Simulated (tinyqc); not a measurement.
Inputs raised by 5 %, one at a time: anisotropic elasticity and sound waves of a cubic crystal. Computed by tinyqc, a small Python program. Command: `OMP_NUM_THREADS=1 python tinyqc.py 3007404 3007405 out.jsonl cubicelastic sens`. One thread of a shared host (Intel(R) Xeon(R) Processor @ 2.30GHz), about 0.01 s of CPU time with the checks.

Voigt order 1..6 = xx, yy, zz, yz, xz, xy, with engineering shear strains. The rotated frame has x' as named, z' along the wafer normal and y' = z' x x'.

Inputs (values chosen for the exercise, modelled on molybdenum):
```
quantity                                value   unit
C11                                     457.8    GPa
C12                                     157.3    GPa
C44                                     107.2    GPa
expansion coefficient of the film         4.8  ppm/K
expansion coefficient of the substrate    5.7  ppm/K
cooling Delta T                           500      K
```

Frame: (110) wafer, x' along [001].

direction cosines a (rows x', y', z' in the cube axes):
```
           x          y         z
x'  0.000000   0.000000  1.000000
y'  0.707107  -0.707107  0.000000
z'  0.707107   0.707107  0.000000
```

Method:
- S11 = (C11 + C12)/D, S12 = -C12/D, D = (C11 - C12)(C11 + 2 C12), S44 = 1/C44. Zener ratio A = 2 C44/(C11 - C12); S0 = S11 - S12 - S44/2; H = 2 C44 + C12 - C11.
- C'_ijkl = C12 delta_ij delta_kl + C44 (delta_ik delta_jl + delta_il delta_jk) - H sum_m a_im a_jm a_km a_lm.
- Invert C' to S'. E along x' = 1/S'11, along y' = 1/S'22; Poisson ratios nu(x'y') = -S'12/S'11 and nu(x'z') = -S'13/S'11; in-plane shear modulus 1/S'66.
- On cooling, a thick substrate imposes eps_1 = eps_2 = (alpha_film - alpha_substrate) Delta T and eps_6 = 0; the free surface sets sigma_3 = sigma_4 = sigma_5 = 0, which fixes eps_3, eps_4, eps_5. Biaxial modulus M = (sigma_1 + sigma_2)/(2 eps); energy density M eps^2. Elastic response and constant coefficients are assumed.

Runs:
```
input moved                                      from       to  E along y' (GPa)  stress along x' (MPa)  in-plane shear modulus (GPa)  Zener ratio A
base run                                            -        -            301.36                -215.76                        107.20        0.71348
C11 (GPa)                                       457.8   480.69            306.13                -225.79                        107.20        0.66298
C12 (GPa)                                       157.3  165.165            300.79                -214.75                        107.20        0.73265
C44 (GPa)                                       107.2   112.56            311.80                -217.44                        112.56        0.74915
expansion coefficient of the film (ppm/K)         4.8     5.04            301.36                -158.22                        107.20        0.71348
expansion coefficient of the substrate (ppm/K)    5.7    5.985            301.36                -284.08                        107.20        0.71348
cooling Delta T (K)                               500      525            301.36                -226.54                        107.20        0.71348
```

Exponents ln(y'/y) / ln(x'/x):
```
input                                   E along y'  stress along x'  in-plane shear modulus  Zener ratio A
C11                                          0.322            0.932                       0         -1.505
C12                                         -0.039           -0.096                       0          0.544
C44                                          0.698            0.159                       1          1.000
expansion coefficient of the film            0.000           -6.357                       0          0.000
expansion coefficient of the substrate       0.000            5.638                       0          0.000
cooling Delta T                              0.000            1.000                       0          0.000
```

Among the inputs moved here: E along y' answers most in size to C44 (exponent +0.698), next to C11 (+0.322); its exponent is below 0.0005 for expansion coefficient of the film, expansion coefficient of the substrate, cooling Delta T. stress along x' answers most in size to expansion coefficient of the film (exponent -6.357), next to expansion coefficient of the substrate (+5.638). Its exponent +1.000 in cooling Delta T: stress is linear in the mismatch. In-plane shear modulus answers most in size to C44 (exponent +1.000); its exponent is below 0.0005 for C11, C12, expansion coefficient of the film, expansion coefficient of the substrate, cooling Delta T. Zener ratio A answers most in size to C11 (exponent -1.505), next to C44 (+1.000); its exponent is below 0.0005 for expansion coefficient of the film, expansion coefficient of the substrate, cooling Delta T.

Caution (rows base run, C11, C12, C44, expansion coefficient of the substrate, cooling Delta T): the thermal stress of this film exceeds 200 MPa, which can relax by slip, cracking or buckling in a real film.
